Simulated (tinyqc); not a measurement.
Precursor delivery by bubblers, mass-transport growth and the solid composition of a III-V alloy: one step, computed by the program tinyqc. Command: `OMP_NUM_THREADS=1 python tinyqc.py 3011023 3011024 out.jsonl movpe_thermo walk`. One thread of a shared host (Intel(R) Xeon(R) Processor @ 2.30GHz), about 0.01 s of CPU time with the checks.

1 sccm = 44.615 micromol/min; 1 torr = 133.322 Pa. The sources decompose fully at the surface.

Problem. Solid composition. A sticks fully. B desorbs: its surface pressure is p_B* = x gamma_B K/sqrt(p_V), ln gamma_B = L0 (1 - x)^2/(R T), K = 10^(log10 K at 1000 K) exp[-(H/R)(1/T - 1/1000)], p_V in torr. With equal diffusivities x = (p_2 - p_B*)/(p_1 + p_2 - p_B*). Growth rate = rate per torr x p_1/(1 - x).

Inputs (values chosen for the exercise, modelled on triethylgallium (source 1) and trimethylindium (source 2) for the vapour pressures):
```
quantity                                                                                                  value        unit
bath temperature T1                                                                                         282           K
bath temperature T2                                                                                         291           K
growth temperature T                                                                                        940           K
flow cross-section A                                                                                         80        cm^2
interaction L0 of the solid                                                                                5.57      kJ/mol
log10 of p_B,eq over pure BC at 1000 K and 1 torr of group V (exaggerated: liquid indium has about -4.1)   -2.5  log10 torr
enthalpy of that equilibrium H                                                                              361      kJ/mol
```

Alloy: mixing on the group-III sites, with desorption of B.

p_V = 0.92 torr

vapour fraction of source 2 = 0.5442145

p_1 = 0.002547360 torr

p_2 = 0.003041585 torr

growth rate per torr of group III = 601.0382 micrometre/(h torr)

Constants: R = 8.314462618 J/(mol K).

Give: K/sqrt(p_V); solid fraction x; share of B incorporated, 1 - p_B*/p_2; growth rate.

Solution.

K/sqrt(p_V) = 2.063e-04 torr

solid fraction x = 0.5335

share of B incorporated, 1 - p_B*/p_2 = 0.9577

growth rate = 3.282 micrometre/h

Only 96 % of the B supplied is built in; more group V or a lower T would raise it. Caution: the boundary layer is a quarter or more of the root of the cross-section, so it fills much of the channel and depletion along the flow matters.
